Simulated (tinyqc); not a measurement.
UHF in the sto-3g basis, for BeH, spin multiplicity 2, step by step. This run ends on a higher stationary point, not on the lowest solution. Computed by tinyqc, a small Python program that keeps every step (integrals from PySCF). Settings: charge = 0, multiplicity = 2, basis = sto-3g, energy threshold = 1e-10, iteration cap = 61, orthogonalisation = symmetric, start = highest core orbitals, DIIS depth = 8, DIIS from iteration = 2, method = UHF. Command: `OMP_NUM_THREADS=1 python tinyqc.py 29822 29823 out.jsonl` (the two numbers bound the seeds that draw the settings). One thread of a shared host (Intel(R) Xeon(R) Processor @ 2.60GHz), about 0.1 s of CPU time with the checks.

Geometry (angstrom):
```
atom         x         y         z
Be    0.000000  0.000000  0.000000
H     0.000000  0.000000  2.080000
```

Stop when the energy changes by less than 1e-10 hartree and every element of the error matrix X^T (F D S - S D F) X (for each spin) is below 3e-06.

Course of the cycle:
```
iteration   E (hartree)     change  largest element of the error matrix
1           -3.97554835          -                             2.39e-02
2          -13.92605088  -9.95e+00                             1.95e-01
3          -14.45459985  -5.29e-01                             1.38e-01
4          -14.61545476  -1.61e-01                             1.35e-01
5          -14.70320059  -8.77e-02                             7.19e-02
6          -14.73739591  -3.42e-02                             5.15e-02
7          -14.71606244   2.13e-02                             5.01e-02
8          -14.69075019   2.53e-02                             3.55e-02
9          -14.71479997  -2.40e-02                             5.87e-02
10         -14.69410032   2.07e-02                             1.75e-02
11         -14.69551652  -1.42e-03                             5.59e-03
12         -14.69471503   8.01e-04                             1.26e-02
13         -14.69408770   6.27e-04                             6.22e-03
14         -14.69113185   2.96e-03                             5.81e-03
15         -14.69196147  -8.30e-04                             6.91e-03
16         -14.69252450  -5.63e-04                             7.74e-03
17         -14.69047736   2.05e-03                             5.08e-04
18         -14.69051260  -3.52e-05                             1.32e-03
19         -14.69052489  -1.23e-05                             1.66e-03
20         -14.69048023   4.47e-05                             1.52e-04
21         -14.69047983   4.02e-07                             2.67e-06
22         -14.69047983   1.23e-10                             3.71e-07
23         -14.69047983   2.29e-12                             7.50e-08
```

Can the last value be used, and what does the course show?

No, though the log alone does not show it. Converged in 23 iterations. But the solution lies 0.15560 hartree above the reference: it is another stationary point, not the lowest one. Reruns (cap 100 unless said): damping 0.5: converged in 59 to a higher stationary point; level shift 0.5: converged in 9 to a higher stationary point; atomic densities as start, DIIS 8: converged in 11. PySCF UHF in the same basis, after a stability check = -14.84607967 hartree.
